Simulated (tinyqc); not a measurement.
Donor near an oxide interface in a gate field (two-state model), step by step. Values are carried at full precision from step to step, so a last printed digit may differ when a step is redone from the rounded ones.

Interface at z = 0 (hard wall), donor at z = d, field F pulling electrons to the interface: potential e F z; 1 kV/cm = 1e-5 eV/angstrom, c = hbar^2/2m0, q = e^2/(4 pi eps0), Q = (eps - eo)/(eps + eo). Donor state: E_D = e F d - ED - q Q/(4 eps d), the last term joining the images of ion and electron. Interface state: z exp(-b z/2) exp(-rho^2/(2 L^2)) with E_z = c b^2/(4 mz) + 3 e F/b + q Q b/(8 eps), minimised over b; in the plane at z = 3/b the ion (distance D = d - 3/b) and its image (D' = d + 3/b) give E_rho = c/(mt L^2) - (q/eps)(sqrt(pi)/L)[erfcx(D/L) + Q erfcx(D'/L)], erfcx(x) = exp(x^2) erfc(x), minimised over L. E_I = E_z + E_rho.

Constants: hbar^2/2m0 = 3.80998211 eV angstrom^2; e^2/(4 pi eps0) = 14.39964547 eV angstrom.

Parameters, chosen for this exercise (near those of a donor in Si below Si3N4, static dielectric constants; not measured data):
```
symbol  value  unit      meaning
d       100    angstrom  depth of the donor
ED      54     meV       bulk binding energy
mz      0.93   m0        mass across the interface
mt      0.194  m0        mass in the plane
eps     11.5             dielectric constant of the semiconductor
eo      7.5              dielectric constant of the oxide
F       93.4   kV/cm     field in the semiconductor
aD      20.3   angstrom  donor radius
v       0.45             valley factor
```

## The interface state across the interface

Solve c b/(2 mz) - 3 e F/b^2 + q Q/(8 eps) = 0; give Q, b, the three terms of E_z and <z> = 3/b.

Q = 0.2105
b = 0.10590 1/angstrom

kinetic, field and image terms (meV): [11.49, 26.46, 3.49]

<z> = 28.3 angstrom

The image pushes the electron away from the oxide; without it <z> would be 27.0 angstrom.

## Binding in the plane

Give D, D', the best L, both terms and E_rho.

D, D' (angstrom): [71.7, 128.3]

L = 84.1 angstrom

kinetic and Coulomb terms (meV): [2.78, -14.21]

E_rho = -11.43 meV

The bottom of the well lies at -19.5 meV, so the level is 41 % of the way up; L/D = 1.17. Above the critical field the ionised donor would thus still hold its electron as a dot at the interface.

## Where the electron sits

The two states couple by t = t0 exp(-D/aD) with t0 = q/(eps aD) (2 aD/L) sqrt(aD b/2) v, v a valley factor; this form is an estimate. With detuning u = E_D - E_I the splitting is sqrt(u^2 + 4 t^2) and the lower state has weight (1 - u/sqrt(u^2 + 4 t^2))/2 on the donor.

Give E_D, E_I, t, the splitting and the donor weight.

E_D, E_I (meV): [38.74, 30.00]

t = 0.407 meV
splitting = 8.78 meV
donor weight = 0.002

The electron is at the interface; the contact hyperfine coupling scales with the donor weight. With this t, the tunnelling time pi hbar/(2t) at a crossing would be 2.54 ps (hbar = 6.58212e-16 eV s); here the detuning is 21.5 t.

## Critical field

Find F at which E_D = E_I; compare the rule e F d = ED. The crossing width is 4t/(e D), with t and D formed anew at that field.

critical field = 80.9 kV/cm
ED/(e d) = 54.0 kV/cm
width = 2.5 kV/cm

The confinement energy E_z = 37.8 meV raises the field needed and the attraction E_rho = -11.6 meV lowers it; the result is 1.50 times the simple rule.

## Checks

- E_z without images against 1.5 x 6^(2/3)/2 (c (e F)^2/mz)^(1/3), meV: both 37.86.
- E_rho from the radial equation in the full Coulomb well against the Gaussian trial function, meV: -11.5 against -11.4.

tinyqc: `OMP_NUM_THREADS=1 python tinyqc.py 1282560 1282561 out.jsonl`; about 0.1 s, one thread, shared Intel(R) Xeon(R) Processor @ 2.30GHz.
